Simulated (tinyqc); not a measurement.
Inside a calculation. Model: an infinitely deep well in a field (quantum-confined Stark shift), Airy functions.

Program tinyqc, `OMP_NUM_THREADS=1 python tinyqc.py 2580006 2580007 out.jsonl`; Intel Xeon 2.30GHz, shared host, one thread, about 0.02 s. Printed values are rounded.

Hard walls at x = -L/2 and +L/2; between them U(x) = -F x (eV, zero at the centre). C = hbar^2/(2 m0), e = (C F^2/m1)^(1/3), z1 = (F L/2 - E)/e at the left wall and z2 = (-F L/2 - E)/e at the right wall. Levels are the roots of D(E) = Ai(z1) Bi(z2) - Ai(z2) Bi(z1).

Values chosen for this exercise:
- m1 = 0.082 m0 (mass)
- L = 12.4 nm (well width)
- F = 0.002 V/nm (field)
- n = 1 (level sought)

Constants: q = 1.602176634e-19 C, hbar = 1.054571817e-34 J s, m0 = 9.1093837015e-31 kg, hbar^2/(2 m0) = 0.0380998212 eV nm^2. Results are converted to the units shown.

## Level without field and second-order shift

E_n(0) = C (n pi/L)^2/m1; second-order shift m1 F^2 L^4 (1 - 15/(pi n)^2)/(48 C pi^2 n^2).

E_n(0) = 0.0298240 eV
second-order shift = -0.223330 meV
F L/E_1(0) = 0.831546

## Step 1: secant step for the level

first trial energy = 0.0298 eV
second trial energy = 0.0283 eV

Secant step from the last two trial energies, E_a the older and E_b the newer: next = E_b - D(E_b) (E_b - E_a)/(D(E_b) - D(E_a)).

D(E_a) = 0.00214615
D(E_b) = -0.0145628
third trial energy = 0.0296073 eV

## Step 2: secant step for the level

As before.

D(E_a) = -0.0145628
D(E_b) = 6.92391e-5
fourth trial energy = 0.0296011 eV

## Course of the secant iteration

Stop when E changes by less than 1e-10 eV and the root is level n (n - 1 nodes between the walls). E_a and E_b start as the two trial energies.

Course of the iteration:
```
step     E (eV)  change (eV)
1     0.0296073      1.31e-3
2     0.0296011      6.19e-6
3     0.0296009      2.05e-7
4     0.0296009     3.28e-11
```

Converged in 4 steps to level 1.

## Stark shift

Exact shift E_n(F) - E_n(0), and the mean position <x> = -dE_n/dF. E_n(0) = C (n pi/L)^2/m1; second-order shift m1 F^2 L^4 (1 - 15/(pi n)^2)/(48 C pi^2 n^2).

E_n = 0.0296009 eV
shift = -0.223027 meV
<x> = 0.22272 nm

The second-order estimate is 0.14 % above the exact shift in size.
